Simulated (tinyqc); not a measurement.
Quantum-well laser, gain and threshold: one step of the calculation.

One electron and one heavy-hole subband per well, parabolic, with equal sheet densities n of electrons and holes; k-conserving transitions, TE polarisation, no line broadening, so the gain starts as a step at E0 and peaks there. All wells are pumped alike.

Task. Threshold density by Newton steps. fe = 1 - exp(-n/Nc) and fh = 1 - exp(-n/Nv) are the fillings of the two band edges; f = g0 (fe + fh - 1) - gth; f' = g0 [(1 - fe)/Nc + (1 - fh)/Nv]; n(new) = n - f/f'.

n at the start = 1.9e12 cm^-2
Nc = 8.7545465e11 cm^-2
Nv = 2.1022431e12 cm^-2
g0(E0) = 11838.890 1/cm
gth = 100.16553 1/cm

Wanted: fe; fh; f; f'; n after iteration 1.

Result.

fe = 0.8859
fh = 0.5950
f = 5592 1/cm
f' = 3.825e-9 cm
n after iteration 1 = 4.378e11 cm^-2

tinyqc, about 0.02 s, one thread, Intel Xeon 2.30GHz (shared host): `OMP_NUM_THREADS=1 python tinyqc.py 2840122 2840123 out.jsonl`
